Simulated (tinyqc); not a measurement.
Inside a calculation. Model: undoped gate-all-around wire MOSFET, analytic charge model.

Program tinyqc, `OMP_NUM_THREADS=1 python tinyqc.py 2460019 2460020 out.jsonl`; Intel Xeon 2.30GHz, shared host, one thread, about 0.02 s. Printed values are rounded.

An undoped round wire of radius R under an insulator shell and a surrounding gate; long channel, electrons only, n = ni exp((psi - V)/Vt) with V the quasi-Fermi potential (0 at the source, Vd at the drain), constant mobility, no quantisation. The radial Poisson equation gives n(r) = n(0)/(1 - (1 - b) r^2/R^2)^2 with b = Q0/(Q + Q0). Q is the electron charge per area of the wire surface.

Values chosen for this exercise; material values close to those of silicon: temperature T = 293 K; band gap Eg = 1.1 eV; relative permittivity of the semiconductor eps_r = 11.8; conduction-band density of states at T Nc = 2.7e19 cm^-3; valence-band density of states at T Nv = 2.51e19 cm^-3; relative permittivity of the gate insulator eox = 24; insulator thickness tox = 14 nm; wire radius R = 4 nm; gate work function less that of the intrinsic body dphi = 0.15 V; channel mobility mu = 140 cm^2/(V s); gate length L = 0.2 um; gate voltage Vg = 0.69 V; drain voltage Vd = 0.3 V.

Constants: q = 1.602176634e-19 C, kB = 1.380649e-23 J/K, Vt = kB T/q, eps0 = 8.8541878128e-14 F/cm where lengths are in cm. Results are converted to the units shown.

Range of the model: In a wire this thin, quantum confinement raises the threshold; it is left out.

## Constants of the wire

ni = sqrt(Nc Nv) exp(-Eg/(2 Vt)), Eg in volts; Cox = eps0 eox/(R ln(1 + tox/R)); Q0 = 4 eps0 eps_r Vt/R; V0 = dphi + Vt ln[8 eps0 eps_r Vt/(q ni R^2)].

ni = 9.01954e9 cm^-3
Cox = 3.53207 uF/cm^2
Q0 = 263.798 nC/cm^2
V0 = 0.670932 V

## Iteration 1: charge at the source by Newton steps in y = ln(Q/Q0)

y at the start = 0

With V = 0 and Q = Q0 exp(y): f = Q/Cox + Vt y + Vt ln(1 + Q/Q0) - (Vg - V0); df/dy = Q/Cox + Vt (1 + Q/(Q + Q0)); y(new) = y - f/(df/dy).

Q = 263.798 nC/cm^2
f = 0.0731195 V
df/dy = 0.112560 V
y after iteration 1 = -0.649607

## Iteration 2: charge at the source by Newton steps in y = ln(Q/Q0)

As before.

Q = 137.769 nC/cm^2
f = 0.0141445 V
df/dy = 0.0729161 V
y after iteration 2 = -0.843590

## Course of the iteration: charge at the source by Newton steps in y = ln(Q/Q0)

Stop when y changes by less than 1e-11, or after 60 iterations.

Course of the iteration:

| iteration | y | \|change\| |
|---|---|---|
| 1 | -0.649607 | 0.650 |
| 2 | -0.843590 | 0.194 |
| 3 | -0.855802 | 0.0122 |
| 4 | -0.855845 | 4.31e-5 |
| 5 | -0.855845 | 5.33e-10 |
| 6 | -0.855845 | 0 |

Converged in 6 iterations. At the end the number of correct digits about doubles with each step.

## Drain current and line charge

Qs = 112.094 nC/cm^2
Qd = 0.00388191 nC/cm^2

Q solves Vg - V0 - V = Q/Cox + Vt ln(Q/Q0) + Vt ln(1 + Q/Q0). I = mu (2 pi R/L)[2 Vt (Qs - Qd) + (Qs^2 - Qd^2)/(2 Cox) + Vt Q0 ln((Qd + Q0)/(Qs + Q0))], with Qs at V = 0 and Qd at V = Vd. Electrons per length at the source: 2 pi R Qs/q; surface over centre density: (1 + Qs/Q0)^2.

first term = 0.0995808 uA
second term = 0.0312927 uA
third term = -0.0414935 uA
I = 0.0893800 uA
electrons per length = 0.175838 1/nm
surface over centre density = 2.03041

The square-law term makes up 35.0 % of the current.
